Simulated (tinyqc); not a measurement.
What each parameter does: averaged masses of warped heavy- and light-hole bands.

Four-band hole energies E = c k^2 f(u), c = hbar^2/2m0, f = g1 -/+ 2 sqrt(g2^2 + 3 (g3^2 - g2^2) s), s = ux^2 uy^2 + uy^2 uz^2 + uz^2 ux^2 for the unit vector u; minus for heavy, plus for light holes; the mass along u is 1/f.

Grid: n x n midpoints in cos(theta) from 0 to 1 and phi from 0 to pi/2, equal weights. m_d = <f^(-3/2)>^(2/3). Conductivity mass for one scattering time: 1/m_c = <|w|^2 f^(-5/2)>/<f^(-3/2)> with w = grad_k(k^2 f)/(2 k), that is |w|^2 = f^2 + |angular gradient of f|^2/4.

Parameters, chosen for this exercise (out of a larger set: near those of AlAs; not measured data): g1 = 3.71 (Luttinger gamma1); g2 = 0.82 (gamma2); g3 = 1.41 (gamma3).

n = 40.

Results for these values:
```
case  m_d heavy (m0)  m_c heavy (m0)  m_d light (m0)  m_c light (m0)
base          0.8092          0.6619          0.1642          0.1622
```

What happens to each result for g3 = 1.368, all else kept?

Answer: m_d heavy falls from 0.8092 to 0.7668; m_c heavy falls from 0.6619 to 0.6508; m_d light rises from 0.1642 to 0.1657; m_c light rises from 0.1622 to 0.1639.

The same for each parameter in turn:
```
case        m_d heavy (m0)  m_c heavy (m0)  m_d light (m0)  m_c light (m0)
base                0.8092          0.6619          0.1642          0.1622
g1 = 3.599          0.8941          0.7064          0.1673          0.1651
g2 = 0.795          0.8026          0.6501          0.1647          0.1624
g3 = 1.368          0.7668          0.6508          0.1657          0.1639
```

Run: tinyqc, `OMP_NUM_THREADS=1 python tinyqc.py 1051503 1051504 out.jsonl`; Intel(R) Xeon(R) Processor @ 2.30GHz, one thread, shared host; about 0.03 s of CPU time with all checks.
